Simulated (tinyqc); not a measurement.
Optical gain and spontaneous emission in a bulk direct-gap semiconductor, step by step. Values are carried at full precision from step to step, so a last printed digit may differ when a step is redone from the rounded ones.

F_j(eta) = (1/Gamma(j + 1)) integral_0^infinity x^j dx/(1 + exp(x - eta)), which tends to exp(eta) for eta << 0.

Quasi-Fermi levels: n = Nc F_1/2(Fc/kT) and p = Nv F_1/2(Fv/kT), Fc counted up from the conduction edge and Fv down from the valence edge; Nc, Nv from N = 2 (m kB T/(4 pi c))^(3/2) with c = hbar^2/2m0, in 1/angstrom^3; times 1e24 for 1/cm^3, with me and (mhh^(3/2) + mlh^(3/2))^(2/3).

Constants: hbar^2/2m0 = 3.80998211 eV angstrom^2; kB = 8.617333262e-05 eV/K; fine-structure constant alpha = 0.007297352564; hbar = 6.58211957e-16 eV s; hbar c = 1973.269805 eV angstrom.

Values chosen for the exercise (near those of InP; not measured data): me = 0.0817 m0 (electron mass); mhh = 0.598 m0 (heavy-hole mass); mlh = 0.0924 m0 (light-hole mass); n = 2.4e+18 1/cm^3 (injected density, n = p); T = 300 K; Eg = 1.337 eV (direct gap); Ep = 21.2 eV (Kane energy); nr = 3.34 (refractive index); E = 1.43 eV (photon energy).

## Quasi-Fermi levels

Solve for Fc and Fv.

kT = 0.025852 eV
Nc = 5.860e+17 1/cm^3
Nv = 1.231e+19 1/cm^3
Fc = 0.0720 eV
Fv = -0.0405 eV
Fc + Fv = 0.0315 eV

The separation of the quasi-Fermi levels exceeds the gap, so photons between Eg and Eg + (Fc + Fv) see gain. The quasi-Fermi level of the electrons lies inside the band, that of the holes in the gap.

## Absorption of the empty crystal

Parabolic bands, vertical transitions, no excitons. For each hole band j: mr = me mj/(me + mj); joint density of states J_j(E) = (mr/c)^(3/2) sqrt(E - Eg)/(2 pi^2), both spins, c = hbar^2/2m0; averaged matrix element |e.p|^2 = m0 Ep/6; alpha_j(E) = 4 pi^2 alpha_f c Ep J_j/(3 nr E) in 1/angstrom (alpha_f the fine-structure constant, listed as alpha among the constants), times 1e8 for 1/cm.

Evaluate at E for heavy and light holes.

mr, J and alpha of each hole band:
```
hole   mr (m0)  J (1/(eV angstrom^3))  alpha (1/cm)
heavy  0.07188              4.003e-05        6501.5
light  0.04336              1.876e-05        3046.1
```

The heavy-hole band gives 68 % of the total, 9548 1/cm.

## Occupations and gain at E

For band j the electron sits at Ee = (E - Eg) mr/me above its edge and the hole at Eh = (E - Eg) mr/mj; fe = 1/(1 + exp((Ee - Fc)/kT)), fh = 1/(1 + exp((Eh - Fv)/kT)); gain g = sum_j alpha_j (fe + fh - 1).

Use mr and alpha from the table.

Energies, occupations and gain of each hole band:
```
hole   Ee (eV)  Eh (eV)     fe     fh  g (1/cm)
heavy   0.0818   0.0112  0.406  0.119     -3087
light   0.0494   0.0436  0.706  0.037      -783
```

total gain = -3870 1/cm

E - Eg = 0.0930 eV is above Fc + Fv = 0.0315 eV, so both bands give loss (Bernard-Duraffourg).

## Spontaneous emission

Spontaneous rate: R = integral of (nr E/(hbar c))^2/(pi^2 hbar) sum_j alpha_j fe fh dE, with alpha in 1/cm and (nr E/(hbar c))^2 in 1/cm^2 (1e16 per 1/angstrom^2); B = R/(n p); lifetime n/R.

Integrate over photon energy.

R = 5.90e+26 1/(cm^3 s)
B = 1.02e-10 cm^3/s
radiative lifetime = 4.07 ns

## Checks

- B at n = 1e13 1/cm^3 against the van Roosbroeck-Shockley value from alpha and ni^2 (cm^3/s): both 1.39e-10.

tinyqc: `OMP_NUM_THREADS=1 python tinyqc.py 1651260 1651261 out.jsonl`; about 0.1 s, one thread, shared Intel(R) Xeon(R) Processor @ 2.30GHz.
